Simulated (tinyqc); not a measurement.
## Resistance of a source-drain extension with a graded tip: abruptness at a fixed junction position

y runs along the channel, the gate covers y > 0. The doping is N0 for y < y0 and N0 10^(-(y - y0)/la) beyond, uniform over the depth xj. Sheet conductance s(y) = q mu(N) max(N - Nch, 0) xj + (for y > 0) ma Cox Vo, with mu(N) = u0 + (u1 - u0)/(1 + (N/Nr)^au) and Cox = eps0 eox/tox. Current is taken as one-dimensional; depletion of the tip, spreading and the contact are left out. The metallurgical junction lies at yj, where N = Nch.

R_spacer = integral of dy/s from -Ls to 0, R_ov from 0 to yj, R_channel = (Lg - 2 yj)/(ma Cox Vo), R_total = 2 R_spacer + 2 R_ov + R_channel. Electrical length L_eff = ma Cox dR_total/d(1/Vo); R_series = R_total - L_eff/(ma Cox Vo). y0 is moved with la so that yj stays at 10.574 nm.

Inputs (values chosen for the exercise); mobility law close to that of electrons in silicon:
- eox = 3.9 (relative permittivity of the gate insulator (close to silicon dioxide))
- tox = 1.2 nm (insulator thickness)
- N0 = 8.3e19 cm^-3 (active doping of the extension far from the gate)
- xj = 23 nm (depth of the extension)
- Nch = 1.1e18 cm^-3 (channel doping)
- Ls = 13 nm (spacer length)
- Vo = 0.37 V (gate overdrive)
- ma = 160 cm^2/(V s) (mobility of the gate-induced layer)
- u1 = 1414 cm^2/(V s) (mobility at low doping)
- u0 = 68.5 cm^2/(V s) (mobility at high doping)
- Nr = 9.2e16 cm^-3 (reference doping)
- au = 0.711 (exponent)
- Lg = 30 nm (gate length)

Constants: q = 1.602176634e-19 C, eps0 = 8.8541878128e-14 F/cm where lengths are in cm. Results are converted to the units shown.

The same in every row: yj (nm) = 10.57; R_channel (ohm um) = 51.96.

Abruptness at a fixed junction position:
```
la (nm/decade)	R_spacer (ohm um)	R_ov (ohm um)	R_total (ohm um)	L_eff (nm)	R_series (ohm um)
1	5.447	7.602	78.06	9.719	21.01
2.3	5.447	12.11	87.07	10.72	24.12
3.6	5.447	16.61	96.08	11.73	27.24
4.9	5.447	21.12	105.1	12.73	30.35
6.1	5.509	25.23	113.4	13.66	33.25
7.4	6.354	29.04	122.8	14.62	36.94
8.7	8.179	32.15	132.6	15.51	41.60
10	10.91	34.70	143.2	16.31	47.42
```

Read the table: what changes, and by how much?

As la goes from 1 to 10 nm/decade, R_total rises from 78.1 to 143 ohm um, R_spacer rises from 5.45 to 10.9 ohm um and R_ov rises from 7.60 to 34.7 ohm um. R_total changes on average by 7.24 ohm um for each nm/decade. L_eff exceeds the metallurgical length by 0.867 nm in the first row and 7.46 nm in the last, since the gate also controls the lightly doped tips.

tinyqc, about 0.03 s, one thread, Intel Xeon 2.30GHz (shared host): `OMP_NUM_THREADS=1 python tinyqc.py 2282195 2282196 out.jsonl`
